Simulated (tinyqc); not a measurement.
Worked calculation: Gupta-type many-body potential for a metal. Computed by tinyqc, a small Python program that keeps every step. Command: `OMP_NUM_THREADS=1 python tinyqc.py 3004537 3004538 out.jsonl gupta walk`. One thread of a shared host (Intel(R) Xeon(R) Processor @ 2.30GHz), about 0.02 s of CPU time with the checks. Intermediate numbers are printed to about 6 digits and carried at full precision; extremes and crossings named in words are read from the listed rows.

E_i = sum_j A exp(-p (r_ij/r0 - 1)) - xi rho_i^gamma, with rho_i = sum_j exp(-2 q (r_ij/r0 - 1)); gamma = 1/2 is the tight-binding second-moment form. The crystal is fcc unless stated; d is the neighbour distance and a fixed number of shells is kept.

Inputs (values chosen for the exercise, modelled on palladium):
```
quantity                  value      unit
repulsion A                0.18        eV
hopping xi                 1.73        eV
decay p                    10.9         -
decay q                    3.82         -
reference distance r0     2.749  angstrom
shells kept                   5         -
embedding exponent gamma    0.5         -
```

Surface: (100).

Constants: 1 eV/angstrom^3 = 160.2176634 GPa; 1 eV/angstrom^2 = 16.02176634 J/m^2.

## Equilibrium of the fcc crystal

fcc shells: d sqrt(k), k = 1..5, with 12, 6, 24, 12, 24 atoms; Omega = d^3/sqrt2. Equilibrium: dE/dd = 0; B = d^2 E''(d)/(9 Omega).

neighbour distance d = 2.75223 angstrom

lattice constant = 3.89224 angstrom

cohesive energy E_c = 3.90654 eV

bulk modulus B = 199.000 GPa

## Shell terms at equilibrium

Repulsion and density of one neighbour in each shell, and their sums.

Shells:
```
shell  count  r (angstrom)  repulsion (eV)      density
1         12       2.75223     1.77711e-01  9.91069e-01
2          6       3.89224     1.93465e-03  4.16990e-02
3         24       4.76700     6.02914e-05  3.66691e-03
4         12       5.50446     3.23851e-06  4.72278e-04
5         24       6.15417     2.46339e-07  7.76251e-05
```

repulsive energy = 2.14563 eV

density rho = 12.2386

The band term is -xi rho^gamma = -6.0522 eV; with the repulsion it gives -E_c.

## Unrelaxed vacancy

Each neighbour j of the vacancy loses one repulsive term and one density term: E_v = sum_shells count x {-repulsion - xi [(rho - density)^gamma - rho^gamma]}. (The removed atom returns to a bulk-like site, so its own energy cancels.)

vacancy energy E_v = 0.942582 eV

ratio E_v/E_c, E_c = xi rho^gamma less the repulsive energy = 0.241283

A pair potential gives E_v = E_c; here the ratio is 0.24, as the remaining bonds of the neighbours strengthen when one is lost.

## Elastic constants

Second derivatives of E/Omega at equilibrium under homogeneous strain: e_xx = h gives C11; e_xx = -e_yy = h gives 2 (C11 - C12); e_xy = e_yx = h/2 gives C44.

C11 = 234.347 GPa

C12 = 181.326 GPa

C44 = 71.3269 GPa

Cauchy pressure C12 - C44 = 110.000 GPa

C12/C44 = 2.54; pair forces would give 1. The excess comes from the curvature of the embedding term.

## The (100) surface

Cut the crystal without relaxation; an atom in layer l keeps the neighbours that lie below the surface plane. Excess = E_i + E_c. Surface energy = sum of excesses over the layers, divided by the area per surface atom: (sqrt3/2) d^2 for (111), d^2 for (100), sqrt2 d^2 for (110).

Layers:
```
layer  nearest neighbours  repulsion (eV)      rho  excess (eV)
1                       8         1.43211   8.1861  3.88899e-01
2                      12         2.14344  12.1800  1.23086e-02
3                      12         2.14563  12.2382  7.57890e-05
```

excess per surface atom = 0.401283 eV

surface energy = 0.848775 J/m^2

## Three surfaces against bond counting

Bond counting with pair bonds charges E_c/12 for each missing nearest neighbour: 3, 4 and 6 per surface cell.

Surfaces:
```
face   missing bonds  excess (eV)  bond counting (eV)     ratio  surface energy (J/m^2)
(111)              3     0.295514             0.97664  0.302584                0.721755
(100)              4     0.401283             1.30218  0.308162                0.848775
(110)              6     0.630059             1.95327  0.322566                0.942340
```

The order of surface energies is (111) < (100) < (110), with (110)/(111) = 1.306 against 1.225 from counting first-neighbour bonds. The excess is 0.30 to 0.32 of the bond-counting value: atoms with fewer neighbours have stronger bonds. Further shells enter the excess but not the count. Caution: relaxation, left out here, lowers surface energies. Caution: fitted second-moment potentials usually give surface energies well below measured ones.

## Energy against coordination

Nearest neighbours only, z equal bonds relaxed to their best length: r/r0 = 1 + ln[A p z^(1 - gamma)/(2 q gamma xi)]/(p - 2 q gamma), E = z A exp(-p (r/r0 - 1)) - xi [z exp(-2 q (r/r0 - 1))]^gamma.

Relaxed bonds:
```
z   r (angstrom)  E per atom (eV)  E/z (eV)
1        2.27747         -2.16380  -2.16380
2        2.41204         -2.53817  -1.26909
3        2.49076         -2.78652  -0.92884
4        2.54661         -2.97732  -0.74433
6        2.62532         -3.26864  -0.54477
8        2.68117         -3.49246  -0.43656
9        2.70404         -3.58846  -0.39872
12       2.75989         -3.83417  -0.31951
```

Bonds lengthen from 2.277 to 2.760 angstrom between z = 1 and 12, and |E| grows as z^0.230, the exponent gamma (p - 2q)/(p - 2 q gamma) = 0.230; pair bonds would give z^1 at a fixed length.

Checks made by the program: sum of the shell terms (relative difference below 1e-10); (C11 + 2 C12)/3 against B (relative difference 1e-10).
